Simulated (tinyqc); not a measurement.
Inside a calculation. Model: one-sided p+-n junction, ionisation integral and breakdown.

Numbers from tinyqc (`OMP_NUM_THREADS=1 python tinyqc.py 2120106 2120107 out.jsonl`; about 0.1 s on one thread of a shared Intel Xeon 2.30GHz). Printed values are rounded.

A p+ layer at x < 0 and an n drift layer from x = 0. Depletion approximation, built-in voltage neglected. Local ionisation coefficients alpha_n = an exp(-(bn/E)^mx), alpha_p = ap exp(-(bp/E)^mx). Electrons move towards +x, holes towards x = 0.

Values chosen for this exercise; material values close to those of 4H silicon carbide: relative permittivity eps_r = 9.51; prefactor of the electron ionisation coefficient an = 1.72e8 1/cm; field constant for electrons bn = 3.27e7 V/cm; prefactor of the hole ionisation coefficient ap = 3.46e8 1/cm; field constant for holes bp = 2.35e7 V/cm; exponent mx = 1; donor density of the drift layer N = 3.5e15 cm^-3; reverse voltage V = 3230 V; share of the depleted width that the grid covers fr = 0.5.

Constants: q = 1.602176634e-19 C, eps0 = 8.8541878128e-14 F/cm where lengths are in cm. Results are converted to the units shown.

## Field and ionisation coefficients on a grid

W = sqrt(2 eps0 eps_r V/(q N)), peak field E0 = q N W/(eps0 eps_r), falling linearly to 0 at W. Grid: 10 equal steps from 0 to fr W.

W = 31.1452 um

```
point   x (um)  E (kV/cm)  alpha_n (1/cm)  alpha_p (1/cm)
0       0.0000    2074.15         24.4722         4154.82
1       1.5573    1970.45         10.6736         2288.64
2       3.1145    1866.74         4.24532         1179.85
3       4.6718    1763.03         1.51497         562.632
4       6.2290    1659.32        0.475289         244.580
5       7.7863    1555.61        0.127758         95.1432
6       9.3436    1451.91       0.0284646         32.3412
7      10.9008    1348.20      0.00503389         9.31193
8      12.4581    1244.49      6.66962e-4         2.17873
9      14.0154    1140.78      6.11926e-5        0.391444
10     15.5726    1037.08      3.48190e-6       0.0498918
```

## Ionisation integrals by the trapezoid rule

G(x) = integral from 0 to x of (alpha_n - alpha_p); I_n = integral of alpha_n exp(-G) (electrons injected at x = 0), I_p = integral of alpha_p exp(G(end) - G) (holes injected at the far edge); M = 1/(1 - I). All integrals by the trapezoid rule on the grid.

```
point         G  alpha_n exp(-G) (1/cm)
0       0.00000                 24.4722
1      -0.49897                 17.5797
2      -0.76788                  9.1495
3      -0.90310                  3.7378
4      -0.96580                  1.2485
5      -0.99221                  0.3446
6      -1.00212                  0.0775
7      -1.00536                  0.0138
8      -1.00626                  0.0018
9      -1.00646                  0.0002
10     -1.00649                  0.0000
```

I_n = 0.00691260
I_p = 0.614575
M_n = 1.00696
M_p = 2.59454

A grid of 1500 steps over the whole width gives I_n = 0.006784 and I_p = 0.6258; the coarse I_n is 1.9 % above and the coarse I_p 1.8 % below those values. Holes multiply more: on this coarse grid M - 1 is 229 times as large for them.

## Breakdown voltage by secant steps

G(x) = integral from 0 to x of (alpha_n - alpha_p); I_n = integral of alpha_n exp(-G) (electrons injected at x = 0), I_p = integral of alpha_p exp(G(end) - G) (holes injected at the far edge); M = 1/(1 - I). Secant steps on ln I_n(V) = 0 with the integrals on a fine grid (1500 steps), from the points V = 3550 and 4060 V; stop when the step is below 1e-7 of V.

Course of the iteration:
```
step    V (V)       I_n  change of V (V)
1        4060  0.309910              233
2     4292.52   1.56198            -64.1
3     4228.41  0.963633             4.92
4     4233.33  0.998941            0.145
5     4233.48   1.00000         -3.57e-4
```

Breakdown at 4233.5 V, with a peak field of 2375 kV/cm and W = 35.66 um. The integral for holes reaches 1 at the same voltage.
